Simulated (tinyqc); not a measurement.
## Polarisation charge from two barrier thicknesses

Question. Voff = phiB - dEc - q sigma d/(eps0 eb). Find sigma, phiB - dEc and the thickness at which Voff = 0.

Constants: q = 1.602176634e-19 C, eps0 = 8.8541878128e-14 F/cm where lengths are in cm. Results are converted to the units shown.

Voff at d = 12 and 27 nm (V): [-2.3197595, -6.1334590]
eb = 9.53

Answer. Voff is a straight line in d: its slope is -q sigma/(eps0 eb) and its intercept phiB - dEc.

sigma = 1.34e13 cm^-2
phiB - dEc = 0.731 V
thickness for Voff = 0 = 2.88 nm

Numbers from tinyqc (`OMP_NUM_THREADS=1 python tinyqc.py 2180002 2180003 out.jsonl`; about 0.01 s on one thread of a shared Intel Xeon 2.30GHz).
